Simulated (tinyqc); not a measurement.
Double-gate transistor below threshold, two-dimensional Poisson equation on a small mesh: effect of half the body thickness.

Half of a symmetric double-gate structure: row 0 is the mid-plane of the body, where the normal field vanishes. Mobile charge is neglected (subthreshold), the body is fully depleted, and potentials are counted from the intrinsic level; rows run upward to the gate, columns from source to drain.

Mesh: rows i = 0..12 in the semiconductor (step hs = tb/12, row 12 on the interface), then 8 step(s) ho = tox/8 up to the gate row 20; columns j = 0..80 (step hy = L/80). Box integration, divided by eps0: up_i = eps hy/h of the interval above row i, dn_i = that of the interval below (0 for row 0), lat_i = (sum of eps h/2 over the intervals above and below)/hy, s_i = -q Na w_i hy/eps0 with w_i the semiconductor height of the box (hs/2 for row 0 and the interface row, hs between, 0 in the insulator). Each free node obeys (up + dn + 2 lat) psi = up psi(above) + dn psi(below) + lat [psi(left) + psi(right)] + s. Fixed values: gate row Vg - Vfb; column 0 at Vbi and the last column at Vbi + Vd in the semiconductor, each running linearly to Vg - Vfb across the insulator. The system is solved directly. On row 0 the minimum of psi and its place come from a parabola through the three lowest nodes; barrier = Vbi - minimum, swing = Vt ln 10/(d psi/dVg), DIBL = (d psi/dVd)/(d psi/dVg) there. Lambda = pi/k with k the smallest positive root of tan(k tox) tan(k tb) = eox/eps_r.

Parameters, values chosen for the exercise; semiconductor permittivity close to that of silicon:
- T = 273 K (temperature)
- eps_r = 11.5 (relative permittivity of the semiconductor)
- eox = 22 (relative permittivity of the insulator)
- tox = 3.7 nm (insulator thickness)
- L = 25 nm (channel length)
- Na = 0 cm^-3 (acceptor density of the depleted body)
- Vbi = 0.51 V (potential of the source)
- Vfb = -0.04 V (gate offset)
- Vg = 0.05 V (gate voltage)
- Vd = 0.7 V (drain voltage)

Constants: q = 1.602176634e-19 C, kB = 1.380649e-23 J/K, Vt = kB T/q, eps0 = 8.8541878128e-14 F/cm where lengths are in cm. Results are converted to the units shown.

Result of one run:

| tb (nm) | L/Lambda | barrier (V) | place y/L | swing (mV/decade) | DIBL (mV/V) |
|---|---|---|---|---|---|
| 7.3 | 1.326 | 0.2041 | 0.3706 | 85.00 | 142.5 |

What becomes of these results when the half the body thickness tb is changed from 7.3 to 9.6 nm, all else the same?

Result of the changed run:

| tb (nm) | L/Lambda | barrier (V) | place y/L | swing (mV/decade) | DIBL (mV/V) |
|---|---|---|---|---|---|
| 9.6 | 1.072 | 0.1135 | 0.3222 | 116.2 | 252.1 |

The whole series:

| tb (nm) | L/Lambda | barrier (V) | place y/L | swing (mV/decade) | DIBL (mV/V) |
|---|---|---|---|---|---|
| 2.4 | 2.432 | 0.3853 | 0.4356 | 57.43 | 16.39 |
| 3.2 | 2.176 | 0.3649 | 0.4276 | 59.55 | 26.92 |
| 4.2 | 1.901 | 0.3320 | 0.4162 | 63.33 | 45.47 |
| 5.5 | 1.616 | 0.2807 | 0.3991 | 70.39 | 78.89 |
| 7.3 | 1.326 | 0.2041 | 0.3706 | 85.00 | 142.5 |
| 9.6 | 1.072 | 0.1135 | 0.3222 | 116.2 | 252.1 |

As tb goes from 2.4 to 9.6 nm, the barrier falls from 0.385 to 0.114 V, the swing rises from 57.4 to 116 mV a decade and DIBL rises from 16.4 to 252 mV/V; the ideal swing is 54.2. L/Lambda goes from 2.4 to 1.1. At tb = 9.6 nm the barrier is under 6 Vt, so mobile charge, neglected here, begins to count. At tb = 2.4 nm the body is under 5 nm thick, where quantum confinement matters.

tinyqc, about 0.1 s, one thread, Intel Xeon 2.30GHz (shared host): `OMP_NUM_THREADS=1 python tinyqc.py 2480134 2480135 out.jsonl`
